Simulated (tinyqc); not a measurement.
Vertical double-diffused power MOSFET, components of the on-resistance: two steps of the calculation.

Stripe cells of pitch Wp + a, two channels a cell. Current flows through the channels, spreads in the accumulation layer, passes the gap between the p bodies and spreads at 45 degrees into the drift layer below them. Low drain voltage, full ionisation.

Values chosen for this exercise; bulk values close to those of gallium nitride: temperature T = 300 K; relative permittivity eps_r = 9.62; critical-field constant Kc = 27000 V/cm per (cm^-3)^(1/8); rated breakdown voltage of the drift layer BV = 900 V; drift mobility at 300 K mud = 890 cm^2/(V s); temperature exponent of the drift mobility bt = 2.5; gate oxide thickness (eps_r 3.9) tox = 77 nm; gate overdrive Vov = 6 V; channel mobility mch = 16 cm^2/(V s); accumulation-layer mobility mac = 190 cm^2/(V s); channel length Lc = 0.6 um; width of the p body in one cell, channels included Wp = 2.2 um; gap between neighbouring p bodies a = 4.6 um; depth of the p body xp = 1.4 um; doping of the gap over the drift doping Nj = 3; built-in voltage of the body junction Vbi = 3.16 V; substrate and contact resistance Rs = 0.37 mohm cm^2.

Constants: q = 1.602176634e-19 C, eps0 = 8.8541878128e-14 F/cm where lengths are in cm. Results are converted to the units shown.

Problem 1. Drift layer. Triangular field at breakdown with Ec = Kc N^(1/8): BV = eps0 eps_r Ec^2/(2 q N), so N = (eps0 eps_r Kc^2/(2 q BV))^(4/3); W = 2 BV/Ec; mu = mud (T/300 K)^(-bt); rho = 1/(q mu N); ideal resistance rho W.

Find: drift doping N; Ec; drift thickness W; electron mobility mu at T; drift resistivity rho; ideal resistance.

Solution 1.

drift doping N = 2.7803e16 cm^-3
Ec = 3.0681 MV/cm
drift thickness W = 5.8667 um
electron mobility mu at T = 890.00 cm^2/(V s)
drift resistivity rho = 0.25224 ohm cm
ideal resistance = 0.14798 mohm cm^2

Problem 2. Components of the on-resistance. Pitch p = Wp + a, Cox = 3.9 eps0/tox; zero-bias depletion in the gap w0 = sqrt(2 eps0 eps_r Vbi/(q N Nj)), open gap g = a - 2 w0; R_ch = Lc p/(2 mch Cox Vov); R_acc = 0.6 a p/(4 mac Cox Vov), 0.6 being an empirical factor for current leaving the layer along its length; R_gap = (rho/Nj) xp p/g; spreading depth t = min(W, (p - g)/2); R_drift = (rho p/2) ln((g + 2 t)/g) + rho (W - t); R_on = the sum with Rs.

drift doping N = 2.7802973e16 cm^-3
drift thickness W = 5.8667467 um
electron mobility mu at T = 890 cm^2/(V s)
drift resistivity rho = 0.25223675 ohm cm

Wanted: w0; g; components; R_on; shares.

Solution 2.

w0 = 0.20071 um
g = 4.1986 um
components (mohm cm^2): channel 4.7385, accumulation 0.91776, gap 0.019064, drift 0.15652, substrate 0.37000
R_on = 6.2018 mohm cm^2
shares (%): channel 76.404, accumulation 14.798, gap 0.307, drift 2.524, substrate 5.966

The channel term is the largest. R_on is 41.9 times the ideal drift resistance rho W, and spreading raises the drift term to 1.06 times it.

tinyqc, about 0.01 s, one thread, Intel Xeon 2.30GHz (shared host): `OMP_NUM_THREADS=1 python tinyqc.py 2230145 2230146 out.jsonl`
